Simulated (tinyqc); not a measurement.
From results back to parameters: one-oscillator model of a band gap. Two cases, with inputs chosen for the exercise.

Problem. A gap follows E(T) = E0 - s1 t1/(exp(t1/T) - 1) with the zero-point term ZP = s1 t1/2, which scales as M^(-1/2). The shift of E0 on going from M to M + dM and the limiting slope at high T are given.

Case 1.

Values chosen (out of a larger set: near those of GaAs; not measured data): M = 72.32 u (mean atomic mass); dM = -3.18 u (change of the mean mass (not bounded by the natural isotopes)).

shift of E0 = -1.030625 meV
limiting slope s1 = 0.451 meV/K

Case 2.

Values chosen (out of a larger set: near those of GaP; not measured data): M = 50.33 u (mean atomic mass); dM = -1.36 u (change of the mean mass (not bounded by the natural isotopes)).

shift of E0 = -0.884352 meV
limiting slope s1 = 0.463 meV/K

Find: sqrt(M/(M + dM)); ZP; t1.

Solution. The shift is ZP (1 - sqrt(M/(M + dM))); then t1 = 2 ZP/s1.

Case 1.

sqrt(M/(M + dM)) = 1.022738
ZP = 45.33 meV
t1 = 201 K

Case 2.

sqrt(M/(M + dM)) = 1.013791
ZP = 64.13 meV
t1 = 277 K

Computed by tinyqc, one run a case: `OMP_NUM_THREADS=1 python tinyqc.py N N+1 out.jsonl` with N = 1850523, 1850526; one thread of a shared Intel(R) Xeon(R) Processor @ 2.30GHz, about 0.01 s a run at most.
